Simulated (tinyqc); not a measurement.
Pariser-Parr-Pople SCF with singles CI, for the molecule C1=CC2=CC=CC2=C1 (SMILES; centres numbered as the heavy atoms are written), step by step. One step of it, computed by the program tinyqc.

Task: Iteration 2: orbitals and new P. Diagonalise F (the basis is taken as orthonormal) and form P = 2 sum c c over the lowest orbitals.

F (eV), order 1C, 2C, 3C, 4C, 5C, 6C, 7C, 8C:
```
[[-5.645740, -3.972756, 0.442465, 0.074351, -0.184985, 0.074351, 0.442465, -3.972756],
 [-3.972756, -5.291563, -3.616969, -0.572231, 0.074351, 0.489723, 0.315878, -0.362042],
 [0.442465, -3.616969, -5.424484, -3.616969, 0.442465, 0.315878, -3.576810, 0.315878],
 [0.074351, -0.572231, -3.616969, -5.291563, -3.972756, -0.362042, 0.315878, 0.489723],
 [-0.184985, 0.074351, 0.442465, -3.972756, -5.645740, -3.972756, 0.442465, 0.074351],
 [0.074351, 0.489723, 0.315878, -0.362042, -3.972756, -5.291563, -3.616969, -0.572231],
 [0.442465, 0.315878, -3.576810, 0.315878, 0.442465, -3.616969, -5.424484, -3.616969],
 [-3.972756, -0.362042, 0.315878, 0.489723, 0.074351, -0.572231, -3.616969, -5.291563]]
```

pi electrons, sum of z_r less the charge = 8

Give: orbital energies; P after iteration 2.

Result:

orbital energies (eV): [-13.454, -11.240, -9.855, -8.433, -3.868, 0.208, 1.319, 2.016]

P after iteration 2, order 1C, 2C, 3C, 4C, 5C, 6C, 7C, 8C:
```
[[1.141, 0.653, -0.222, -0.054, 0.151, -0.054, -0.222, 0.653],
 [0.653, 0.836, 0.519, 0.331, -0.054, -0.343, -0.144, 0.162],
 [-0.222, 0.519, 1.186, 0.519, -0.222, -0.144, 0.535, -0.144],
 [-0.054, 0.331, 0.519, 0.836, 0.653, 0.162, -0.144, -0.343],
 [0.151, -0.054, -0.222, 0.653, 1.141, 0.653, -0.222, -0.054],
 [-0.054, -0.343, -0.144, 0.162, 0.653, 0.836, 0.519, 0.331],
 [-0.222, -0.144, 0.535, -0.144, -0.222, 0.519, 1.186, 0.519],
 [0.653, 0.162, -0.144, -0.343, -0.054, 0.331, 0.519, 0.836]]
```
